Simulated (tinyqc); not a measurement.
# Electron continuity equation in a given potential, Scharfetter-Gummel discretisation: three discretisations compared

Steady state in one dimension: J = q mu n E + q D dn/dx with E = -dpsi/dx and D = mu Vt, dJ/dx = q (n/tau - G), fixed densities nL and nR at the ends. The potential is given, psi = U x/L, and is not changed by the electrons.

9 equal intervals. Fluxes J_i = (q D/h)(n_(i+1) P_i - n_i Q_i), d_i = (psi_(i+1) - psi_i)/Vt: Scharfetter-Gummel P = B(d), Q = B(-d), B(d) = d/(exp(d) - 1); central P = 1 - d/2, Q = 1 + d/2; upwind P = 1 + max(-d, 0), Q = 1 + max(d, 0). Balance at each inner node: J_i - J_(i-1) = q h (n_i/tau - G). The reference is Scharfetter-Gummel on 1800 intervals.

Values chosen for this exercise; mobility close to that of In0.53Ga0.47As at room temperature: temperature T = 293 K; electron mobility mu = 11100 cm^2/(V s); length of the region L = 0.34 um; density at x = 0 nL = 1.1e15 cm^-3; density at x = L nR = 0 cm^-3; lifetime tau = 1.8e-12 s; uniform generation rate G = 8.5e26 cm^-3 s^-1; potential difference psi(L) - psi(0) U = 0.9 V.

Constants: q = 1.602176634e-19 C, kB = 1.380649e-23 J/K, Vt = kB T/q. Results are converted to the units shown.

Densities (cm^-3):
```
node  Scharfetter-Gummel   central    upwind  reference
0               1.100e15  1.100e15  1.100e15   1.100e15
1               1.103e15  1.103e15  1.103e15   1.103e15
2               1.106e15  1.106e15  1.106e15   1.106e15
3               1.109e15  1.108e15  1.109e15   1.109e15
4               1.112e15  1.116e15  1.112e15   1.112e15
5               1.115e15  1.102e15  1.113e15   1.115e15
6               1.118e15  1.157e15  1.109e15   1.118e15
7               1.120e15  1.001e15  1.076e15   1.121e15
8               1.102e15  1.492e15  8.983e14   1.103e15
9                      0         0         0          0
```

What does the table show?

Largest errors as a share of the largest reference density listed: Scharfetter-Gummel 0.0039 %, central 35 %, upwind 18 %. The largest |d| is 3.96. Central differences oscillate from node to node, since P or Q changes sign once |d| exceeds 2. Upwinding stays positive but acts as if D were larger by the factor 1 + |d|/2, up to 2.98 here.

Range of the model: The drift velocity mu E exceeds 1e7 cm/s somewhere, where real mobilities no longer stay constant.

Numbers from tinyqc (`OMP_NUM_THREADS=1 python tinyqc.py 2220149 2220150 out.jsonl`; about 0.01 s on one thread of a shared Intel Xeon 2.30GHz).
